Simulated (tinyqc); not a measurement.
Diffused layer (Gaussian), carriers, mobility and sheet resistance with incomplete ionisation: two steps of the calculation.

A p-type layer from the surface x = 0 to the junction xj, N(x) = N0 exp(-(x/Ld)^2). Local neutrality (no depletion at surface or junction, no spilling of carriers), intrinsic carriers neglected, Boltzmann statistics.

Inputs (values chosen for the exercise); values close to those of aluminium in 4H silicon carbide over an n-type background: temperature T = 300 K; background doping of the opposite type Nb = 6.1e15 cm^-3; peak chemical concentration N0 = 2.3e18 cm^-3; mobility limit at high doping m1 = 15.8 cm^2/(V s); mobility limit at low doping, at 300 K m2 = 119 cm^2/(V s); reference doping of the mobility law Nr = 1.77e19 cm^-3; exponent of the mobility law am = 0.345; temperature exponent of m2 bt = 2; solubility limit of active dopant Ns = 1.01e20 cm^-3; valence-band density of states at T NB = 2.58e19 cm^-3; ionisation energy in the dilute limit Ei = 0.198 eV; degeneracy factor of the level gd = 4; lowering of Ei per N^(1/3) ks = 3.8e-8 eV cm; diffusion length 2 sqrt(D t) Ld = 18 nm.

Constants: q = 1.602176634e-19 C, kB = 1.380649e-23 J/K, Vt = kB T/q. Results are converted to the units shown.

Problem 1. Junction depth and local values. xj = Ld sqrt(ln(N0/Nb)); 15 equal steps from 0 to xj. Active dopant A = min(N, Ns); p solves p (p + Nb)/(A - Nb - p) = K, K = (NB/gd) exp(-E/Vt), E = max(Ei - ks A^(1/3), 0), so p = 2 K (A - Nb)/[Nb + K + sqrt((Nb + K)^2 + 4 K (A - Nb))]; mobility mu = m1 + (m2 (T/300 K)^(-bt) - m1)/(1 + ((A + Nb)/Nr)^am).

Wanted: xj; x; N; A; p; mu.

Solution 1.

xj = 43.84 nm

| point | x (nm) | N (cm^-3) | A (cm^-3) | p (1e17 cm^-3) | mu (cm^2/(V s)) |
|---|---|---|---|---|---|
| 0 | 0.00 | 2.300e18 | 2.300e18 | 2.072 | 84.83 |
| 1 | 2.92 | 2.240e18 | 2.240e18 | 2.027 | 85.04 |
| 2 | 5.85 | 2.070e18 | 2.070e18 | 1.896 | 85.65 |
| 3 | 8.77 | 1.814e18 | 1.814e18 | 1.700 | 86.67 |
| 4 | 11.69 | 1.508e18 | 1.508e18 | 1.462 | 88.06 |
| 5 | 14.61 | 1.190e18 | 1.190e18 | 1.209 | 89.80 |
| 6 | 17.54 | 8.902e17 | 8.902e17 | 0.963 | 91.83 |
| 7 | 20.46 | 6.319e17 | 6.319e17 | 0.740 | 94.11 |
| 8 | 23.38 | 4.255e17 | 4.255e17 | 0.549 | 96.57 |
| 9 | 26.30 | 2.718e17 | 2.718e17 | 0.393 | 99.12 |
| 10 | 29.23 | 1.647e17 | 1.647e17 | 0.270 | 101.7 |
| 11 | 32.15 | 9.467e16 | 9.467e16 | 0.177 | 104.1 |
| 12 | 35.07 | 5.162e16 | 5.162e16 | 0.108 | 106.4 |
| 13 | 38.00 | 2.670e16 | 2.670e16 | 0.058 | 108.4 |
| 14 | 40.92 | 1.310e16 | 1.310e16 | 0.024 | 110.1 |
| 15 | 43.84 | 6.100e15 | 6.100e15 | 0.000 | 111.3 |

At the point of highest doping 9.03 % of the net active dopant gives free carriers. The mobility runs from 84.8 to 111 cm^2/(V s).

Problem 2. Sheet quantities by the trapezoid rule. Dose = integral of N, carrier sheet density = integral of p, 1/Rs = q integral of p mu, mean mobility 1/(q Rs sheet density), Hall mobility (unit Hall factor) = integral of p mu^2 over integral of p mu, Hall sheet density = (integral of p mu)^2/integral of p mu^2; all from 0 to xj.

| point | x (nm) | N (cm^-3) | p (1e17 cm^-3) | mu (cm^2/(V s)) |
|---|---|---|---|---|
| 0 | 0.000000 | 2.3e18 | 2.0720930 | 84.828154 |
| 1 | 2.922776 | 2.2401504e18 | 2.0265225 | 85.035191 |
| 2 | 5.845552 | 2.0697849e18 | 1.8964478 | 85.652343 |
| 3 | 8.768329 | 1.8141447e18 | 1.6999881 | 86.667407 |
| 4 | 11.691105 | 1.5084027e18 | 1.4621088 | 88.059000 |
| 5 | 14.613881 | 1.1897656e18 | 1.2089338 | 89.795251 |
| 6 | 17.536657 | 8.9023396e17 | 0.9629123 | 91.832458 |
| 7 | 20.459434 | 6.3189600e17 | 0.7400172 | 94.114186 |
| 8 | 23.382210 | 4.2548645e17 | 0.5491397 | 96.571276 |
| 9 | 26.304986 | 2.7178442e17 | 0.3930934 | 99.123132 |
| 10 | 29.227762 | 1.6468804e17 | 0.2703831 | 101.68029 |
| 11 | 32.150539 | 9.4666919e16 | 0.1770289 | 104.14783 |
| 12 | 35.073315 | 5.1621797e16 | 0.1080372 | 106.42878 |
| 13 | 37.996091 | 2.6703407e16 | 0.0583917 | 108.42742 |
| 14 | 40.918867 | 1.3103850e16 | 0.0236123 | 110.05609 |
| 15 | 43.841643 | 6.1e15 | 0.0000000 | 111.25466 |

Give: dose; carrier sheet density; Rs; mean mobility; Hall mobility; Hall sheet density.

Solution 2.

dose = 3.667e12 cm^-2
carrier sheet density = 3.686e11 cm^-2
Rs = 1.900e5 ohm/square
mean mobility = 89.09 cm^2/(V s)
Hall mobility = 89.39 cm^2/(V s)
Hall sheet density = 3.674e11 cm^-2

Carriers make up 10.1 % of the dose. A Hall measurement weights the mobile tail, so its sheet density is 0.33 % below the true one.

Computed by the program tinyqc: `OMP_NUM_THREADS=1 python tinyqc.py 2110092 2110093 out.jsonl`, one thread of a shared Intel Xeon 2.30GHz, about 0.01 s for the whole run.
